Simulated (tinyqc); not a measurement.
# Worked calculation: p-type polysilicon, carrier trapping at grain boundaries

tinyqc, about 0.01 s, one thread, Intel Xeon 2.30GHz (shared host): `OMP_NUM_THREADS=1 python tinyqc.py 2830010 2830011 out.jsonl` Printed values are rounded.

One-dimensional grains of size Lg, uniform ionised doping N, monovalent traps Qt at each boundary at a depth Et below (for electrons) or above (for holes) the band edge there, abrupt depletion of width W on each side of a boundary, Boltzmann statistics. xi is the distance from the band edge at the grain centre to the Fermi level. Trapped charge Qt/(1 + exp((xi + VB - Et)/Vt)) = 2 N W, barrier VB = q N W^2/(2 eps0 eps_r).

Values chosen for this exercise; values of the order met in polycrystalline silicon: temperature T = 300 K; relative permittivity eps_r = 11.7; valence-band density of states at T NB = 2.65e19 cm^-3; grain size Lg = 160 nm; trap density of a grain boundary Qt = 5.3e11 cm^-2; depth of the trap level from the majority band edge at the boundary Et = 0.34 eV; mass for thermionic emission ms = 0.5 m0; correction factor of the emission rate fe = 0.12; doping N = 8e15 cm^-3.

Constants: q = 1.602176634e-19 C, kB = 1.380649e-23 J/K, m0 = 9.1093837015e-31 kg, Vt = kB T/q, eps0 = 8.8541878128e-14 F/cm where lengths are in cm. Results are converted to the units shown.

## Depletion width, Fermi level and barrier

If the trap equation with xi = Vt ln(NB/N) has a root W < Lg/2, the grain is partly depleted; otherwise W = Lg/2 and the trap equation gives xi = Et - VB + Vt ln(Qt/(N Lg) - 1). N* = Qt/Lg.

N* = 3.312500e16 cm^-3
W = 80 nm
xi = 0.3299928 V
VB = 0.03959276 V
share of traps filled = 0.2415094

N is 0.242 N*, and the grain is fully depleted; VB = 1.53 Vt.

## Resistivity and effective mobility

n0 = NB exp(-xi/Vt); mean density n0 (1 - 2 W/Lg) by charge balance in a partly depleted grain, and n0 (sqrt(pi)/2) erf(u)/u with u = sqrt(VB/Vt) in a fully depleted one; v = sqrt(kB T/(2 pi ms m0)); barrier resistivity Vt exp(VB/Vt)/(q fe n0 v Lg); grain resistivity (1 - 2 W/Lg)/(q n0 mug); effective mobility 1/(q mean density total resistivity).

n0 = 7.578971e13 cm^-3
mean density = 4.992738e13 cm^-3
v = 3.804371e6 cm/s
barrier resistivity = 1348.089 ohm cm
grain resistivity = 0.000000 ohm cm
resistivity = 1348.089 ohm cm
effective mobility = 92.73258 cm^2/(V s)

The resistivity is 107 times that of a single crystal with the same N and mobility mug, and the mean density is 0.624 % of N. The effective mobility exceeds mug only because drift through the depleted grain is left out.
